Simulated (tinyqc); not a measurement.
# Worked calculation: read current of a NAND string, cells in series solved by shooting

Numbers from tinyqc (`OMP_NUM_THREADS=1 python tinyqc.py 2142038 2142039 out.jsonl`; about 0.7 s on one thread of a shared Intel Xeon 2.30GHz). Printed values are rounded.

Cells in series, numbered from 0 at the source line (0 V) to the bit line, each followed by a gap resistance Rg. A cell with gate Vg, threshold VT, source Vs and drain Vd passes I = 2 nf K Vt^2 [F(Vs) - F(Vd)]/(1 + th max(Vg - VT, 0)), F(V) = ln^2(1 + exp((Vg - VT - nf V)/(2 nf Vt))). The selected cell has Vg = Vr, the others Vg = Vp.

Parameters, values chosen for the exercise; values of the order met in vertical NAND strings:

| symbol | value | unit | meaning |
|---|---|---|---|
| T | 358 | K | temperature |
| K | 6.6 | uA/V^2 | gain factor of a cell |
| nf | 2.4 |  | slope factor |
| th | 0.14 | 1/V | mobility reduction factor |
| Rg | 2.3 | kohm | resistance of the gap between cells |
| Vbl | 0.4 | V | bit-line voltage |
| Vp | 6.7 | V | pass voltage |
| Vr | 3.88 | V | read voltage on the selected word line |

Constants: q = 1.602176634e-19 C, kB = 1.380649e-23 J/K, Vt = kB T/q. Results are converted to the units shown.

## Step 1: node voltages for a trial current

first trial current = 0.47 uA
thresholds from the source end, cell 0 to 5 (V): [4, 4, 2, 4, 4, -2.2]

For a trial current I start at 0 V and, cell by cell (the selected one is cell 2), solve for the drain: sqrt(F(Vd)) = sqrt(F(Vs) - I/k), k = 2 nf K Vt^2/(1 + th max(Vg - VT, 0)), Vd = [Vg - VT - 2 nf Vt ln(exp(sqrt F) - 1)]/nf, then add I Rg.

node voltage after each cell and gap, trial 1, cell 0 to 5 (V): [0.0380324, 0.0774041, 0.133744, 0.176969, 0.222207, 0.242457]

## Step 2: node voltages for a trial current

second trial current = 0.69 uA

As before.

node voltage after each cell and gap, trial 2, cell 0 to 5 (V): [0.0562730, 0.115585, 0.205411, 0.274770, 0.350161, 0.381010]

## Course of the secant iteration

Secant steps on the end voltage less Vbl, from the two trials; a trial above the saturation current of a cell has no solution and is moved halfway to the previous trial. Stop below 1e-9 V.

Course of the iteration:
```
iteration    I (uA)  end voltage - Vbl (V)  halvings
1          0.720154                1.95e-3         0
2          0.717341               -2.43e-5         0
3          0.717375               -3.10e-8         0
4          0.717375               4.91e-13         0
```

Converged in 4 iterations to I = 0.71738 uA. The selected cell takes 23.2 % of the bit-line voltage and the gaps together 2.47 %.
